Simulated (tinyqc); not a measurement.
# Worked calculation: transfer-length model of a contact

Numbers from tinyqc (`OMP_NUM_THREADS=1 python tinyqc.py 2760015 2760016 out.jsonl`; about 0.01 s on one thread of a shared Intel Xeon 2.30GHz). Printed values are rounded.

A metal contact of length d and width W on a thin layer of the same width. The metal has no resistance, the sheet resistance under it equals Rsh, and current enters the layer at the front edge x = 0.

Values chosen for this exercise: contact length d = 0.018 um; contact width W = 0.98 um.

## Straight-line fit

```
gap,L (um),R_T (ohm)
1,0.23,204.87
2,0.3,224.05
3,0.4,246.2
4,0.53,273.52
5,0.7,316.09
6,0.92,362.39
```

Pairs of such contacts at gaps L have R_T = Rsh L/W + 2 Rc. The values of R_T were made from Rsh and rc with a random scatter of 1 % and are treated as data. Least squares: slope = sum (L - mean L)(R_T - mean R_T)/sum (L - mean L)^2, intercept = mean R_T - slope mean L. Rsh = slope W, Rc = intercept/2, and A = Rc/slope is half the distance from the origin to the zero of the line.

slope = 227.602 ohm/um
intercept = 154.351 ohm
Rsh = 223.050 ohm/sq
Rc = 77.1754 ohm
A = 0.339080 um

## Iteration 1: transfer length

Lt at the start = 0.339080 um

A = Lt coth(d/Lt) is solved for Lt, starting from Lt = A. Lt(new) = A tanh(d/Lt).

Lt after iteration 1 = 0.0179831 um

## Iteration 2: transfer length

As before.

Lt after iteration 2 = 0.258375 um

## Course of the iteration

Stop when Lt changes by less than 1e-9 of itself, or after 40 iterations.

Course of the iteration:
```
iteration,Lt (um),relative change
1,0.0179831,0.947
2,0.258375,13.4
3,0.0235843,0.909
4,0.218018,8.24
5,0.0279316,0.872
6,0.192566,5.89
7,0.0316033,0.836
8,0.174639,4.53
9,0.0348257,0.801
...,...,...
32,0.103801,0.824
33,0.0582171,0.439
34,0.101622,0.746
35,0.0594401,0.415
36,0.0996543,0.677
37,0.0605886,0.392
38,0.0978731,0.615
39,0.0616670,0.370
40,0.0962558,0.561
```

Not converged within 40 iterations: the values swing above and below the root and close in slowly. The plain step multiplies the error by -2x/sinh(2x) = -0.96 with x = d/Lt = 0.23, which nears -1 for a contact short against Lt. A rerun with the geometric mean of the old value and the plain step converges in 6 iterations, to 0.077433 um.
